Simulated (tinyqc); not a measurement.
# Partial widths from the peak

Inverse problem. A Breit-Wigner resonance has total width G = GL + GR and peak transmission Tp = 4 GL GR/G^2. GL is known to be the larger. Find GL, GR and the lifetime hbar/G.

Constants: q = 1.602176634e-19 C, hbar = 1.054571817e-34 J s. Results are converted to the units shown.

G = 8.1587019 meV
Tp = 0.90349792

Answer. GL and GR have the sum G and the product Tp G^2/4, so they are (G/2)(1 +/- sqrt(1 - Tp)).

GL = 5.35 meV
GR = 2.81 meV
lifetime = 80.7 fs

tinyqc, about 0.04 s, one thread, Intel Xeon 2.30GHz (shared host): `OMP_NUM_THREADS=1 python tinyqc.py 2600028 2600029 out.jsonl`
